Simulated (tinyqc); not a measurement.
# Zero-field depth and permittivity from two fields

Question. The apparent depth of a Coulomb trap is Et - sqrt(q F/(pi eps0 eps_r)). Find Et and eps_r.

Constants: q = 1.602176634e-19 C, eps0 = 8.8541878128e-14 F/cm where lengths are in cm. Results are converted to the units shown.

apparent depth at F = 4.5 and 18 kV/cm (eV): 0.12560018  0.11120035

Solution. The depth is linear in sqrt(F): the intercept is Et and the slope -sqrt(q/(pi eps0 eps_r)).

Et = 0.1400 eV
eps_r = 12.50

Computed by the program tinyqc: `OMP_NUM_THREADS=1 python tinyqc.py 2050043 2050044 out.jsonl`, one thread of a shared Intel Xeon 2.30GHz, about 0.01 s for the whole run.
